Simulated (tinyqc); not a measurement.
Worked calculation: Hubbard ring of 3 sites. One step of it, computed by the program tinyqc.

Task: The many-body Hamiltonian. Basis: all placements (u, d, 2, 0 on each site), up operators ordered before down ones; hops carry the sign of the same-spin electrons passed.

one-body matrix (hopping and site energies) (eV):
```
,1,2,3
1,0.000000,-0.800000,-0.800000
2,-0.800000,0.000000,-0.800000
3,-0.800000,-0.800000,0.000000
```

U = 10.000000 eV

electrons, up and down: 2  1

Give: H.

Result:

H (eV):
```
,2u0,u20,uud,20u,udu,u02,duu,02u,0u2
2u0,10.000,-0.800,-0.800,-0.800,0.000,0.000,0.800,0.000,0.000
u20,-0.800,10.000,-0.800,0.000,-0.800,0.000,0.000,0.800,0.000
uud,-0.800,-0.800,0.000,0.000,0.000,-0.800,0.000,0.000,0.800
20u,-0.800,0.000,0.000,10.000,-0.800,-0.800,-0.800,0.000,0.000
udu,0.000,-0.800,0.000,-0.800,0.000,-0.800,0.000,-0.800,0.000
u02,0.000,0.000,-0.800,-0.800,-0.800,10.000,0.000,0.000,-0.800
duu,0.800,0.000,0.000,-0.800,0.000,0.000,0.000,-0.800,-0.800
02u,0.000,0.800,0.000,0.000,-0.800,0.000,-0.800,10.000,-0.800
0u2,0.000,0.000,0.800,0.000,0.000,-0.800,-0.800,-0.800,10.000
```
